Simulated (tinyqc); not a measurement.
Threshold-voltage variability of a planar MOSFET, analytic estimates: one step of the calculation.

Three independent sources add in quadrature: random dopants in the depleted layer, metal-gate grains of two orientations, and roughness of the two gate edges acting through the roll-off VT = VT(long) - Vr exp(-L/l). These are first-order estimates: no three-dimensional electrostatics, no percolation.

Question. Margin in standard deviations for the wanted yield. Cells fail independently with probability Q(k) = erfc(k/sqrt(2))/2 when the margin is k standard deviations, and Y = exp(-Nb Q(k)). phi = exp(-k^2/2)/sqrt(2 pi). Newton steps on ln Q(k) = ln(-ln(Y)/Nb): k(new) = k + [ln Q - ln(-ln(Y)/Nb)] Q/phi.

Values chosen for this exercise: number of cells Nb = 33554432; wanted yield Y = 0.72.

k at the start = 2

Wanted: Q(k); phi; k after iteration 1.

Answer.

Q(k) = 0.02275
phi = 0.05399
k after iteration 1 = 8.177

Numbers from tinyqc (`OMP_NUM_THREADS=1 python tinyqc.py 2090022 2090023 out.jsonl`; about 0.01 s on one thread of a shared Intel Xeon 2.30GHz).
